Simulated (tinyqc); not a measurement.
## Carrier lifetime of an n-type layer with SRH, radiative, Auger and surface recombination: lifetime against injection

Uniform excess density dn = dp (no trapping), n = n0 + dn, p = p0 + dn, Boltzmann statistics, full ionisation. Surfaces enter as a rate 2 S dn/d, which holds while diffusion to them is fast.

ni = sqrt(Nc Nv) exp(-Eg/(2 Vt)), Eg in volts; majority density N/2 + sqrt(N^2/4 + ni^2), n0 p0 = ni^2; n1 = Nc exp(-Et/Vt), p1 = Nv exp((Et - Eg)/Vt); tn0 = 1/(sn vth Nt), tp0 = 1/(sp vth Nt). With e = n p - ni^2 = dn (n0 + p0 + dn): U_SRH = e/(tp0 (n + n1) + tn0 (p + p1)), U_rad = B e, U_Aug = (Cn n + Cp p) e, U_s = 2 S dn/d. Each tau is dn over its rate; tau = dn/U with U the sum.

Inputs (values chosen for the exercise); band and dielectric values close to those of silicon:
- T = 300 K (temperature)
- Eg = 1.11 eV (band gap)
- Nc = 2.78e19 cm^-3 (conduction-band density of states at T)
- Nv = 2.66e19 cm^-3 (valence-band density of states at T)
- B = 4.66e-15 cm^3/s (radiative coefficient)
- N = 8.1e15 cm^-3 (donor density)
- Cn = 4.7e-31 cm^6/s (Auger coefficient (two electrons))
- Cp = 5.5e-32 cm^6/s (Auger coefficient (two holes))
- Nt = 4.3e12 cm^-3 (trap density)
- sn = 2e-17 cm^2 (capture cross-section for electrons)
- sp = 4e-16 cm^2 (capture cross-section for holes)
- vth = 1.5e7 cm/s (thermal velocity (both carriers))
- Et = 0.9 eV (trap level below the conduction band)
- S = 3 cm/s (surface recombination velocity (both faces))
- d = 2 um (sample thickness)

Constants: q = 1.602176634e-19 C, kB = 1.380649e-23 J/K, Vt = kB T/q. Results are converted to the units shown.

The same in every row: tau_s (s) = 3.3333e-5.

Lifetime against injection:
```
dn (cm^-3)  tau_SRH (s)  tau_rad (s)  tau_Aug (s)    tau (s)  radiative share (%)  largest path
1e11          7.9379e-4     0.026493     0.032428  3.1920e-5              0.12049       surface
1e12          7.9379e-4     0.026490     0.032420  3.1920e-5              0.12050       surface
1e13          7.9381e-4     0.026460     0.032344  3.1920e-5              0.12063       surface
1e14          7.9403e-4     0.026170     0.031598  3.1919e-5              0.12197       surface
1e15          7.9600e-4     0.023582     0.025367  3.1910e-5              0.13532       surface
1e16          8.0493e-4     0.011856    0.0061001  3.1755e-5              0.26784       surface
1e17          8.1244e-4    0.0019851    1.6429e-4  2.6440e-5               1.3319       surface
1e18          8.1379e-4    2.1287e-4    1.8759e-6  1.7574e-6              0.82559         Auger
1e19          8.1394e-4    2.1442e-5    1.9018e-8  1.8990e-8             0.088566         Auger
```

What does the comparison show?

Surface recombination leads at dn = 1e11, Auger from 1e18 on. The total lifetime falls from 3.19e-5 to 1.90e-8 s. tau_SRH goes from 7.94e-4 s (low-injection limit 7.94e-4 s) to 8.14e-4 s (high-injection limit tn0 + tp0 = 8.14e-4 s). Between the last two rows tau_rad goes as dn^(-1.00) and tau_Aug as dn^(-1.99); the radiative share goes from 0.120 through a maximum of 1.33 (at dn = 1e17 among the rows listed) to 0.0886 %. For dn = 1e19 the carriers are degenerate, where B and the Auger coefficients no longer stay constant.

Computed by the program tinyqc: `OMP_NUM_THREADS=1 python tinyqc.py 2300042 2300043 out.jsonl`, one thread of a shared Intel Xeon 2.30GHz, about 0.01 s for the whole run.
